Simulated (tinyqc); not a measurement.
Effective work function and flat-band voltage of a metal/high-k/SiO2/Si stack with a dipole layer: one step. Where the gate Fermi level points. Five cases, with inputs chosen for the exercise.

Task: Position (EWF - chi)/Eg, 0 at the conduction and 1 at the valence edge; distances to both edges and to mid-gap; capacitance C = 3.9 eps0/EOT with eps0 = 8.8541878e-12 F/m.

Case 1.

Values chosen (out of a larger set: a stack on Si capped with a magnesium-like oxide; not measured data): chi = 4.048 eV (electron affinity of the channel); Eg = 1.118 eV (gap of the channel).

EWF = 4.338525 eV
EOT = 10.6316 angstrom

Case 2.

Values chosen (out of a larger set: a stack on Si capped with an aluminium-like oxide; not measured data): chi = 4.046 eV (electron affinity of the channel); Eg = 1.12 eV (gap of the channel).

EWF = 5.003709 eV
EOT = 10.6789 angstrom

Case 3.

Values chosen (out of a larger set: a stack on Si capped with a titanium-like oxide; not measured data): chi = 4.062 eV (electron affinity of the channel); Eg = 1.114 eV (gap of the channel).

EWF = 4.618470 eV
EOT = 18.1800 angstrom

Case 4.

Values chosen (out of a larger set: a stack on Si capped with a titanium-like oxide; not measured data): chi = 4.055 eV (electron affinity of the channel); Eg = 1.12 eV (gap of the channel).

EWF = 4.610530 eV
EOT = 12.8073 angstrom

Case 5.

Values chosen (out of a larger set: a stack on Si capped with a lanthanum-like oxide; not measured data): chi = 4.047 eV (electron affinity of the channel); Eg = 1.124 eV (gap of the channel).

EWF = 4.829808 eV
EOT = 13.6593 angstrom

Give: position; EWF - chi, chi + Eg - EWF, EWF - mid-gap; C.

Result:

Case 1.

position = 0.260

EWF - chi, chi + Eg - EWF, EWF - mid-gap (eV): 0.291  0.827  -0.268

C = 3.248 microF/cm^2

EWF lies 0.27 eV from mid-gap on the n side and 0.29 eV from the nearer edge; thin undoped bodies use values within about 0.3 eV of mid-gap.

Case 2.

position = 0.855

EWF - chi, chi + Eg - EWF, EWF - mid-gap (eV): 0.958  0.162  0.398

C = 3.234 microF/cm^2

EWF lies within 0.2 eV of the valence edge, as a low-threshold bulk p-channel gate needs.

Case 3.

position = 0.500

EWF - chi, chi + Eg - EWF, EWF - mid-gap (eV): 0.556  0.558  -0.001

C = 1.899 microF/cm^2

EWF lies 0.00 eV from mid-gap on the n side and 0.56 eV from the nearer edge; thin undoped bodies use values within about 0.3 eV of mid-gap.

Case 4.

position = 0.496

EWF - chi, chi + Eg - EWF, EWF - mid-gap (eV): 0.556  0.564  -0.004

C = 2.696 microF/cm^2

EWF lies 0.00 eV from mid-gap on the n side and 0.56 eV from the nearer edge; thin undoped bodies use values within about 0.3 eV of mid-gap.

Case 5.

position = 0.696

EWF - chi, chi + Eg - EWF, EWF - mid-gap (eV): 0.783  0.341  0.221

C = 2.528 microF/cm^2

EWF lies 0.22 eV from mid-gap on the p side and 0.34 eV from the nearer edge; thin undoped bodies use values within about 0.3 eV of mid-gap.

Computed by tinyqc, one run a case: `OMP_NUM_THREADS=1 python tinyqc.py N N+1 out.jsonl` with N = 1880577, 1880610, 1880753, 1880761, 1880833; one thread of a shared Intel(R) Xeon(R) Processor @ 2.30GHz, about 0.01 s a run at most.
